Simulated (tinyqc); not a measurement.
X-ray photoelectron analysis of a thin oxide on a semiconductor: attenuation lengths, thickness, angle series and band offsets: one step, computed by the program tinyqc. Command: `OMP_NUM_THREADS=1 python tinyqc.py 3113057 3113058 out.jsonl xps walk`. One thread of a shared host (Intel(R) Xeon(R) Processor @ 2.30GHz), about 0.01 s of CPU time with the checks.

The same element is seen in the oxide and in the substrate, at nearly the same kinetic energy; films are flat and uniform, and the work function is ignored.

Question. Peak ratio. R_0 = (rho_o/M_o) L_o/((rho_s/M_s) L_s); peak ratio R = I_ox/I_sub = R_0 [exp(d/(L_o cos theta)) - 1]; hence d = L_o cos theta ln(1 + R/R_0). A carbon layer weakens both peaks alike, by exp(-d_C/(L_o cos theta)) if its L is taken equal to L_o. This R_0 leaves out intrinsic losses from the substrate peak, so calibrated values can be larger.

Inputs (values chosen for the exercise, modelled on SiO2 on 4H-SiC):

| quantity | value | unit |
|---|---|---|
| oxide density | 2.22 | g/cm^3 |
| oxide formula mass | 60.08 | g/mol |
| substrate density | 3.21 | g/cm^3 |
| substrate formula mass | 40.1 | g/mol |
| oxide thickness d | 0.68 | nm |
| emission angle from the normal | 45 | degrees |
| carbon overlayer | 0.91 | nm |

L in the oxide = 4.649371 nm

L in the substrate = 3.525140 nm

Give: R_0; d/(L_o cos theta); ratio R; oxide share of the counts; attenuation by carbon; depth 3 L_o cos theta.

Answer.

R_0 = 0.6088

d/(L_o cos theta) = 0.2068

ratio R = 0.1399

oxide share of the counts = 0.1227

attenuation by carbon = 0.7582

depth 3 L_o cos theta = 9.863 nm
